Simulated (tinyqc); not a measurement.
Electron mobility in a silicon inversion layer, empirical terms and Matthiessen rule: one step of the calculation.

Inversion layer of sheet density Ns on a uniformly doped body. The mobility terms are empirical power laws with prefactors chosen for the exercise; adding their inverses (Matthiessen) is itself an approximation.

Question. Depletion charge and effective field. ni = sqrt(Nc Nv) exp(-Eg/(2 Vt)), Eg in volts; Ndep = sqrt(2 eps0 eps_r Nb (2 Vt ln(Nb/ni) + Vsb)/q); E = q (Ndep + eta Ns)/(eps0 eps_r), in MV/cm.

Inputs (values chosen for the exercise); material values close to those of silicon:
```
symbol,value,unit,meaning
T,300,K,temperature
Eg,1.13,eV,band gap
eps_r,11.9,,relative permittivity of the semiconductor
Nc,2.82e19,cm^-3,conduction-band density of states at T
Nv,2.7e19,cm^-3,valence-band density of states at T
Nb,1.6e18,cm^-3,body doping
Vsb,1,V,reverse body bias
eta,0.5,,weight of the inversion charge in the effective field
Ns,2.3e12,cm^-2,inversion density
```

Constants: q = 1.602176634e-19 C, kB = 1.380649e-23 J/K, Vt = kB T/q, eps0 = 8.8541878128e-14 F/cm where lengths are in cm. Results are converted to the units shown.

Find: ni; Ndep; E.

Answer.

ni = 8.8966e9 cm^-3
Ndep = 6.4596e12 cm^-2
E = 1.1571 MV/cm

The depletion charge gives 84.9 % of the field.

Program tinyqc, `OMP_NUM_THREADS=1 python tinyqc.py 2510009 2510010 out.jsonl`; Intel Xeon 2.30GHz, shared host, one thread, about 0.01 s.
